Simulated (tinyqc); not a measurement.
Cahn-Hilliard equation on a periodic one-dimensional grid: one step, computed by the program tinyqc.

Free energy F = h sum_j [A (c_j^2 - 1)^2/4 + (kappa/2) ((c_(j+1) - c_j)/h)^2]; dc/dt = Lap(mu), mu = A (c^3 - c) - kappa Lap(c), Lap(y)_j = (y_(j+1) - 2 y_j + y_(j-1))/h^2, mobility 1; the grid has n = 12 points.

Question. Linear stability. f'' = A (3 c0^2 - 1). Mode m has lambda_m = (4/h^2) sin^2(pi m/n) and the rate w_m = -lambda_m (f'' + kappa lambda_m). In the continuum the fastest wavelength is 2 pi sqrt(2 kappa/|f''|) with the rate f''^2/(4 kappa). Explicit steps near c = +-1, where f'' = 2A, are stable for dt < 2/(16 kappa/h^4 + 8 A/h^2).

Inputs (values chosen for the exercise, in reduced units):

| quantity | value | unit |
|---|---|---|
| spacing h | 1.3 | - |
| well depth A | 1.6 | - |
| gradient coefficient kappa | 0.58 | - |
| mean composition c0 | -0.13 | - |

Give: f''; Modes of the grid; fastest wavelength; largest rate; explicit limit of dt.

Answer.

f'' = -1.51888

Modes of the grid:

| m | lambda_m | w_m |
|---|---|---|
| 1 | 0.159 | 0.2262 |
| 2 | 0.592 | 0.6957 |
| 3 | 1.183 | 0.9852 |
| 4 | 1.775 | 0.8686 |
| 5 | 2.208 | 0.5257 |
| 6 | 2.367 | 0.3458 |

fastest wavelength = 5.491

largest rate = 0.9944

explicit limit of dt = 0.1848
